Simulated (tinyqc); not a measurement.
Slater-Koster d bands of a bcc metal: sweeps and comparisons. A value that a table varies takes the place of the one given here.

Slater-Koster d bands. For a bond with direction cosines (l, m, n) the 5 x 5 block is dds Ps + ddp Pp + ddd (1 - Ps - Pp), the projectors on sigma, pi and delta states about the bond; for instance <xy|xy> = 3 l^2 m^2 dds + (l^2 + m^2 - 4 l^2 m^2) ddp + (n^2 + l^2 m^2) ddd, <xy|yz> = 3 l m^2 n dds + l n (1 - 4 m^2) ddp + l n (m^2 - 1) ddd and <3z2-r2|3z2-r2> = (n^2 - (l^2 + m^2)/2)^2 dds + 3 n^2 (l^2 + m^2) ddp + (3/4)(l^2 + m^2)^2 ddd. H(k) sums the blocks times cos(k.R) over the neighbours; the d level is the zero of energy; k in 2 pi/a.

Neighbours: eight at (a/2)(1,1,1) and equivalents, and six at a(1,0,0) and equivalents with the integrals times f2.

Mesh: k = f1 b1 + f2 b2 + f3 b3 with fractions (j + 1/2)/N, j = 0 to N - 1, and b = (-1,1,1), (1,-1,1), (1,1,-1) for fcc, (0,1,1), (1,0,1), (1,1,0) for bcc, unit vectors for simple cubic. The lowest Nd/10 of all levels are filled with two electrons each; the bond energy is their sum per atom.

Parameters, chosen for this exercise (of the size met in Nb; the results hold for these values, not for the real material):
- dds = -1.157 eV (dd sigma)
- ddp = 0.532 eV (dd pi)
- ddd = -0.046 eV (dd delta)
- f2 = 0.37 (factor on all three integrals for second neighbours)
- N = 8 (mesh)

## Band filling: full bands against the rectangular model

W = sqrt(12 mu2) with mu2 the mean square level on the mesh; rectangular model: Fermi level W (Nd/10 - 1/2), bond energy -W Nd (10 - Nd)/20. The Fermi level of the mesh is the highest filled level.

Per atom (eV):
```
Nd  EF, bands  bond energy, bands  EF, rectangle  bond energy, rectangle
1      -2.443              -2.883         -2.543                  -2.861
2      -1.963              -5.076         -1.907                  -5.086
3      -1.396              -6.807         -1.271                  -6.675
4      -0.737              -8.014         -0.636                  -7.629
5       0.589              -8.018          0.000                  -7.947
6       0.999              -7.190          0.636                  -7.629
7       1.192              -6.091          1.271                  -6.675
8       1.417              -4.805          1.907                  -5.086
9       2.586              -2.892          2.543                  -2.861
```

W = 6.357 eV
full width on the mesh = 7.133 eV

The bond energy is deepest at Nd = 5 (-8.018 eV); the rectangle has its minimum at 5. The two differ most at Nd = 7, by 0.584 eV or 7 % of the deepest value: the second moment fixes the parabola, and higher moments the rest. At Nd = 3 and 7 the bands give -6.807 and -6.091 eV, a skew towards less than half filling.

## Which lattice a d-band metal prefers

fcc has twelve neighbours, bcc eight and six (the six times f2), simple cubic six. The integrals of bcc and sc are scaled so that all three have the second moment of fcc, which stands for equal repulsion (structural energy difference theorem). s and p electrons are left out.

Bond energy per atom:
```
Nd  fcc (eV)  bcc - fcc (meV)  sc - fcc (meV)
1     -3.514              152            -196
2     -5.893              -27             -67
3     -7.694             -245              80
4     -8.976             -371             555
5     -9.418               67             866
6     -8.926              540             505
7     -7.594              489             -19
8     -5.657               53            -303
9     -3.096             -278            -614
```

scale factors: bcc 1.1663, sc 1.4142

mu3/mu2^1.5: fcc -0.132, bcc -0.101, sc 0.000

mu4/mu2^2: fcc 1.862, bcc 1.793, sc 2.542

largest change of a difference when N is raised to 14 = 87 meV

fcc is lowest for Nd = 5 and 6. bcc is lowest for Nd = 3 and 4. sc is lowest for Nd = 1, 2, 7, 8 and 9. bcc gains most on fcc at Nd = 4 (-371 meV). A small fourth moment marks a two-peaked band, which tends to favour fillings near one half; bcc has -4 % against fcc, and at Nd = 5 it lies +67 meV from fcc, which the fourth moment alone does not explain (differences of a few tens of meV are within the error of the mesh; hcp is left out, and this d-only model can miss the lattice of the real metal). The third moments, from three-membered rings, skew the bands. That simple cubic wins anywhere comes from keeping d bands and equal second moments alone; no transition metal takes it. Differences below about 87 meV are within the error of this mesh, and the s and p electrons left out weigh most where the d band is nearly empty or full.

## What each integral does

Levels at Gamma, E(t2g) = (8/3) dds + (16/9) ddp + (32/9) ddd + f2 (4 ddp + 2 ddd), E(eg) = (16/3) ddp + (8/3) ddd + f2 (3 dds + 3 ddd), and W = sqrt(12 mu2), the width of a rectangular band with the same second moment mu2 = z (dds^2 + 2 ddp^2 + 2 ddd^2)/5, z = 8 + 6 f2^2. Each row changes one parameter from the base and keeps the others.

Results:
```
case              t2g (eV)  eg (eV)  W (eV)
base               -1.5498   1.3793  6.3572
dds = -1.3305 eV   -2.0125   1.1868  7.0393
ddp = 0.6118 eV    -1.2898   1.8049  6.6543
ddd = -0.0529 eV   -1.5794   1.3533  6.3595
f2 = 0.3145        -1.6628   1.5796  6.2746
```

The largest shifts from the base row, up to three for each result and ties (the steps differ in size, so this ranks the rows, not the parameters). t2g (eV): dds -0.4627, ddp +0.2600, f2 -0.1130. eg (eV): ddp +0.4256, f2 +0.2003, dds -0.1926. W (eV): dds +0.6821, ddp +0.2970, f2 -0.0827. The ratio of the shifts of t2g and eg names the integral: it is the ratio of the coefficients in the two formulas.

(tinyqc, `OMP_NUM_THREADS=1 python tinyqc.py 1481603 1481604 out.jsonl`, Intel(R) Xeon(R) Processor @ 2.30GHz, 1 thread, shared host, about 0.04 s.)
